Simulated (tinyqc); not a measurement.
# Circuit elements from the admittance matrix

Question. Y belongs to a common-source circuit with y11 = i w (Cgs + Cgd), y12 = -i w Cgd, y21 = gm - i w Cgd, y22 = gds + i w (Cgd + Cd) and a resistance Rg in series with the gate; w = 2 pi f. Find Rg, Cgs + Cgd, Cgd, gm, gds and Cd.

Values chosen for this exercise: signal frequency f = 1 GHz.

Y with Rg (mS):
```
                         1                        2
1   0.00217654+0.75541495i  -0.00037655-0.13068917i
2  32.61219616-0.22465428i   0.88065876+0.34800826i
```

Answer. 1/Y11 = Rg + 1/(i w (Cgs + Cgd)) gives Rg; removing it from Z11 returns the inner y, whose parts are read off.

Rg = 3.81 ohm
Cgs + Cgd = 120 fF
Cgd = 20.8 fF
gm = 32.6 mS
gds = 0.881 mS
Cd = 32.0 fF

tinyqc, about 0.01 s, one thread, Intel Xeon 2.30GHz (shared host): `OMP_NUM_THREADS=1 python tinyqc.py 2150051 2150052 out.jsonl`
